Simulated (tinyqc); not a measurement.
On-chip interconnect, size-dependent resistivity and RC delay: two steps of the calculation.

A rectangular line between two neighbours and two ground planes. Surface and grain-boundary scattering are added to the bulk resistivity as corrections; capacitances are parallel-plate values without fringing; inductance is ignored.

Inputs (values chosen for the exercise); metal values close to those of copper: bulk resistivity rho0 = 1.67 uohm cm; bulk mean free path lam = 40.1 nm; specular share of surface scattering ps = 0; reflection coefficient of grain boundaries Rg = 0.47; grain size over the metal width gr = 0.7; drawn line width wd = 8.9 nm; aspect ratio, height over width AR = 2; liner on both walls and the bottom, not conducting tl = 1.8 nm; space to the neighbouring lines sp = 11 nm; dielectric height to the planes above and below hd = 19 nm; relative permittivity of the dielectric ek = 3; Miller factor of the neighbours Mf = 1; driver resistance Rd = 900 ohm; time step dt = 460 ps.

Constants: eps0 = 8.8541878128e-12 F/m. Results are converted to the units shown.

Task 1. Resistivity, resistance and capacitance per length. Metal width x = wd - 2 tl, height y = AR wd - tl; grain boundaries (Mayadas-Shatzkes): al = (lam/(gr x)) Rg/(1 - Rg), g = 1/[1 - 3 al/2 + 3 al^2 - 3 al^3 ln(1 + 1/al)] - 1; surfaces (Fuchs-Sondheimer, thick limit): s = (3/8) lam (1 - ps)(1/x + 1/y); rho = rho0 (1 + g + s); r = rho/(x y); c = eps0 ek (2 wd/hd + 2 Mf AR wd/sp).

Find: x; y; al; g; s; rho; r; c.

Result 1.

x = 5.300 nm
y = 16.00 nm
al = 9.585
g = 12.84
s = 3.777
rho = 29.43 uohm cm
r = 3470 ohm/um
c = 0.1109 fF/um

Task 2. Node voltages after a time step. A 1 V step is applied behind Rd at t = 0. C dv/dt = -G v + b, with G the conductance matrix of the ladder (1/Rs between neighbours, 1/Rd added at node 0) and b = (1 V/Rd, 0, ...). Backward Euler step: (C/dt + G) v(new) = (C/dt) v + b.

Rs = 95425.986 ohm

```
node     C (fF)  v at t = 0 (V)
0     1.5242018               0
1     3.0484037               0
2     3.0484037               0
3     3.0484037               0
4     2.1242018               0
```

Find: v at t = 1 dt.

Result 2.

v at t = 1 dt, node 0 to 4 (V): [0.9920, 0.4593, 0.2170, 0.1120, 0.0777]

Range of the model: The metal width is under the mean free path, where the thick-limit surface term and the simple sum of corrections lose accuracy.

tinyqc, about 0.01 s, one thread, Intel Xeon 2.30GHz (shared host): `OMP_NUM_THREADS=1 python tinyqc.py 2100016 2100017 out.jsonl`
